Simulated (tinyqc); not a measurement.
# Worked calculation: small-signal admittance of a forward-biased p+-n diode

tinyqc, about 0.01 s, one thread, Intel Xeon 2.30GHz (shared host): `OMP_NUM_THREADS=1 python tinyqc.py 2890182 2890183 out.jsonl` Printed values are rounded.

Holes injected into a neutral base of width wb with an ohmic contact at its end; low injection, p0 far above the equilibrium density. A small voltage v exp(i w t), w = 2 pi f, modulates the edge density by p0 v/Vt, and the small-signal density obeys Dp d2p/dx2 = (1/tau + i w) p.

Parameters, values chosen for the exercise; permittivity close to that of silicon:
- T = 275 K (temperature)
- eps_r = 11.7 (relative permittivity)
- Nd = 1.4e15 cm^-3 (donor density of the base)
- Dp = 8.6 cm^2/s (hole diffusion coefficient)
- tau = 5e-8 s (hole lifetime)
- wb = 22 um (width of the neutral base)
- p0 = 6.3e11 cm^-3 (excess hole density at the junction edge)
- Na = 4e19 cm^-3 (acceptor density of the p+ side)
- f = 3.5e6 Hz (signal frequency)

Constants: q = 1.602176634e-19 C, kB = 1.380649e-23 J/K, Vt = kB T/q, eps0 = 8.8541878128e-14 F/cm where lengths are in cm. Results are converted to the units shown.

## Closed-form admittance

L = sqrt(Dp tau); direct current J = (q Dp p0/L) coth(wb/L); k = sqrt(1 + i w tau)/L; diffusion admittance Y = (q Dp p0/Vt) k coth(k wb) = G + i w C_diff; junction capacitance C_j = sqrt(q eps0 eps_r Nd/(2 Vr)) in the depletion approximation, with the remaining barrier Vr = Vt ln(Na/p0), a rough value under forward bias; base-width modulation is left out.

L = 6.557439 um
J = 0.001327009 A/cm^2
k wb = 3.740662+1.654308i
Y = 0.06220867+0.02752573i S/cm^2
C_diff = 0.001251673 uF/cm^2
C_j = 0.01651916 uF/cm^2

G is 1.11 times its low-frequency value J/Vt, and C_diff is 0.0758 times C_j.

## The same by finite differences

6 equal intervals, h = wb/6; u = small-signal density over its edge value, u_0 = 1, u_6 = 0; u_(i-1) + b u_i + u_(i+1) = 0 with b = -2 - h^2 (1/tau + i w)/Dp; Y = (q Dp p0/(Vt h)) (-b/2 - u_1), which includes the half box at the edge.

b = -2.312661-0.343789i
u, node 1 to 5: 0.5206335-0.1400522i  0.2521974-0.1449051i  0.1124305-0.1083614i  0.0450699-0.0670459i  0.0148505-0.0311984i
Y on the mesh = 0.06350717+0.03116398i S/cm^2

Against the closed form the real part is 2.1 % above it and the imaginary part 13 % above it; |k h| = 0.68.
